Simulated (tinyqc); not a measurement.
# Changing the plasma density n_e

Model: ion-assisted plasma etching: sheath, surface coverage, synergy and aspect-ratio dependence. Computed by tinyqc, a small Python program. Command: `OMP_NUM_THREADS=1 python tinyqc.py 3029675 3029676 out.jsonl etch sweep`. One thread of a shared host (Intel(R) Xeon(R) Processor @ 2.30GHz), about 0.01 s of CPU time with the checks.

Radicals adsorb on bare sites; ions remove covered sites with a high yield and bare sites by sputtering; a slow spontaneous reaction acts everywhere, walls included.

Inputs (values chosen for the exercise, close to those used for silicon in a halogen plasma):
```
quantity                                value       unit
electron temperature T_e                  4.7         eV
ion mass M_i                             35.5          u
sheath voltage V                           94          V
radical density n                     1.3e+13     1/cm^3
radical mass M_n                         35.5          u
gas temperature T_g                       300          K
sticking coefficient s                   0.38          -
radicals per removed unit x                 3          -
yield slope b                            0.13  eV^(-1/2)
threshold E_th                             17         eV
sputter slope b_p                       0.024  eV^(-1/2)
sputter threshold E_p                      37         eV
spontaneous reaction probability k_c  0.00025          -
solid density N                         5e+22     1/cm^3
ion temperature T_i                      0.24         eV
```

Feature: long trench.

Constants: e = 1.602176634e-19 C; u = 1.6605390666e-27 kg; k_B = 1.380649e-23 J/K; eps_0 = 8.8541878128e-12 F/m.

Method:
- Bohm speed u_B = sqrt(e T_e/M_i); ion flux G_i = 0.61 n_e u_B; radical flux G_n = n c/4 with c = sqrt(8 k_B T_g/(pi M_n)).
- Debye length lambda_D = sqrt(eps_0 T_e/(e n_s)) with n_s = 0.61 n_e, T_e in volts; Child-law sheath d = (sqrt2/3) lambda_D (2 V/T_e)^(3/4); ion energy E = V + T_e/2; angular spread = arctan(sqrt(T_i/E)).
- Yields: Y = b (sqrt(E) - sqrt(E_th)) on covered sites, Y_p = b_p (sqrt(E) - sqrt(E_p)) on bare ones (zero below threshold).
- Steady coverage: s G_n (1 - theta) = x Y G_i theta; removal flux = Y G_i theta + Y_p G_i (1 - theta) + k_c G_n; rate = flux/N, 1 cm/s = 6e8 nm/min.
- Lateral rate = k_c G_n/N; anisotropy = 1 - lateral/vertical; synergy = vertical/(ions alone + radicals alone), with ions alone Y_p G_i/N and radicals alone the lateral rate.

One run for each value:
```
plasma density n_e (1/cm^3)  vertical rate (nm/min)  coverage theta  anisotropy  sheath thickness (um)
2.00e+09                                        4.2          0.9818      0.9023                   3460
4.30e+09                                        8.5          0.9617      0.9512                   2359
9.50e+09                                       17.5          0.9191      0.9764                   1587
2.10e+10                                       35.3          0.8371      0.9883                   1068
4.50e+10                                       65.0          0.7057      0.9937                    729
9.70e+10                                      110.1          0.5267      0.9963                    497
4.60e+11                                      257.0          0.1900      0.9984                    228
1.00e+12                                      400.6          0.0974      0.9990                    155
```

Give the missing row, plasma density n_e (1/cm^3) = 2.10e+11.

Computed row:
```
plasma density n_e (1/cm^3)  vertical rate (nm/min)  coverage theta  anisotropy  sheath thickness (um)
2.10e+11                                      171.0          0.3395      0.9976                    338
```

Interpolating between the two neighbouring rows (the first column on a logarithmic scale, the others too where they are positive) misses most in coverage theta, by 6.4 %. Over the rows, vertical rate (nm/min) rises from 4.22 to 401 (exponent d ln y / d ln x 0.91 between the first rows and 0.57 between the last); coverage theta falls from 0.982 to 0.0974 (exponent d ln y / d ln x -0.027 between the first rows and -0.86 between the last); anisotropy rises from 0.902 to 0.999 (exponent d ln y / d ln x 0.069 between the first rows and 7.4e-4 between the last). The exponent of sheath thickness stays at -0.50: the sheath scales with the Debye length. More ions strip the radicals, so control passes from ions to radicals.

Caution (rows 2.00e9, 4.30e9): a sheath of several millimetres is collisional at usual pressures, which lowers the ion energy and widens the angles.
